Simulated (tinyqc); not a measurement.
From results back to parameters: Stoner model of a band ferromagnet. Two cases, with inputs chosen for the exercise.

Problem. The moment of the weak ferromagnet is given and I is hidden.

Density of states per atom and spin: semi-elliptic, D(e) = (8 M/(pi W^2)) sqrt(W^2/4 - e^2). Levels e -/+ I m/2 for up and down spin, m = n_up - n_down, n_up + n_down = nd. At zero temperature e(N) is the energy below which N states lie, and E(m) = sum over spins of integral e D de - I m^2/4.

Case 1.

Values chosen: W = 5.7 eV (band width, e from -W/2 to W/2); M = 5 (states per atom and spin); nd = 8.86 (electrons per atom).

m = 1.03854 muB

Case 2.

Values chosen: W = 4 eV (band width, e from -W/2 to W/2); M = 5 (states per atom and spin); nd = 7.32 (electrons per atom).

m = 2.64438 muB

Find: e(n_up), e(n_down); I.

Solution. n_up and n_down follow from nd and m; both bands share one Fermi level, so I = (e(n_up) - e(n_down))/m.

Case 1.

e(n_up), e(n_down) (eV): 2.661  1.311

I = 1.30 eV

Case 2.

e(n_up), e(n_down) (eV): 1.934  -0.102

I = 0.77 eV

Computed by tinyqc, one run a case: `OMP_NUM_THREADS=1 python tinyqc.py N N+1 out.jsonl` with N = 1652079, 1680263; one thread of a shared Intel(R) Xeon(R) Processor @ 2.30GHz, about 0.5 s a run at most.
